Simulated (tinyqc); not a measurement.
Deep level with several charge states, and Shockley-Read-Hall recombination, step by step. Values are carried at full precision from step to step, so a last printed digit may differ when a step is redone from the rounded ones.

Energies from Ev. The defect has charge states +1, 0, -1 with weights 1, gm exp((EF - E1)/kT), exp((2 EF - E1 - E2)/kT); the shares are the weights over their sum. Boltzmann carriers: n = Nc exp((EF - Eg)/kT), p = Nv exp(-EF/kT). Neutrality: p - n + Nd + Nt <q> = 0.

Constants: kB = 8.617333262e-05 eV/K.

Values chosen for the exercise (gap and densities of states near those of Si at this temperature; the results hold for these values, not for the real material): Eg = 1.12 eV (gap); Nc = 2.8e+19 1/cm^3 (conduction-band density of states); Nv = 1.1e+19 1/cm^3 (valence-band density of states); T = 300 K; E1 = 0.382 eV (level (+1/0) above Ev); E2 = 0.637 eV (level (0/-1) above Ev); gm = 1 (degeneracy of the middle state, the others 1); Nt = 1e+16 1/cm^3 (defects); Nd = 1e+16 1/cm^3 (ionised shallow donors minus acceptors); E_try = 0.891 eV (trial Fermi level); Et = 0.382 eV (recombination level above Ev); sn = 3.3e-15 cm^2 (electron capture cross-section); sp_ = 8.3e-15 cm^2 (hole capture cross-section); vth = 19000000 cm/s (thermal velocity, both carriers); Nm = 1e+17 1/cm^3 (equilibrium electrons for the lifetime steps); dn = 1.4e+14 1/cm^3 (excess pairs).

## Charge states at a trial Fermi level

Form the exponents, the shares, the mean charge and the residual of neutrality at EF = E_try.

exponents of the second and third weights: 19.689  29.514

shares: +1 0.0000, 0 0.0001, -1 0.9999

<q> = -0.9999

n, p (1/cm^3): 3.98e+15  1.18e+04

residual = -3.98e+15 1/cm^3

The residual is negative, so EF must fall.

## The neutral state

Solve for EF.

EF = 0.7758 eV

shares at EF: +1 0.000, 0 0.005, -1 0.995

n = 4.63e+13 1/cm^3
p = 1.02e+06 1/cm^3

Without the defects the majority density would be 1.00e+16 1/cm^3; with them the density of these carriers is 4.63e+13, so the defects have removed nearly all of those carriers. Most defects are in the state -1.

## Recombination through one level

One level at Et with degeneracy 1: tn = 1/(sn vth Nt), tp = 1/(sp_ vth Nt), n1 = Nc exp((Et - Eg)/kT), p1 = Nv exp(-Et/kT), ni^2 = n1 p1. Equilibrium n0 = Nm, p0 = ni^2/Nm; n = n0 + dn, p = p0 + dn. U = (n p - ni^2)/(tp (n + n1) + tn (p + p1)), lifetime dn/U; emission rates en = sn vth n1, ep = sp_ vth p1.

Evaluate each quantity.

tn, tp (microsecond): 0.001595  0.0006341

n1, p1 (1/cm^3): 1.12e+07  4.21e+12

U = 2.20e+23 1/(cm^3 s)
lifetime = 0.000636 microsecond

The lifetime is 1.004 times the minority capture time tp and 0.286 times tn + tp, the limit of high injection.

## Emission and generation in a depleted region

With n = p = 0 the level generates pairs at G = Nt en ep/(en + ep); generation lifetime tg = ni/G; current density e G W for a width W = 1 micrometre, e = 1.602176634e-19 C.

en, ep (1/s): 0.702  6.64e+05

G = 7.02e+15 1/(cm^3 s)
tg = 0.978 microsecond
current density = 1.13e-07 A/cm^2

The slower step, electron emission, limits the rate: en/ep = 1.06e-06.

## Checks

- U against hole capture minus emission at the steady occupation of the level (1/(cm^3 s)): both 2.200e+23.

Computed by tinyqc, a small Python program: `OMP_NUM_THREADS=1 python tinyqc.py 1680399 1680400 out.jsonl` (the numbers bound the seed that draws the inputs); one thread of a shared host (Intel(R) Xeon(R) Processor @ 2.30GHz), about 0.01 s for the whole set of steps.
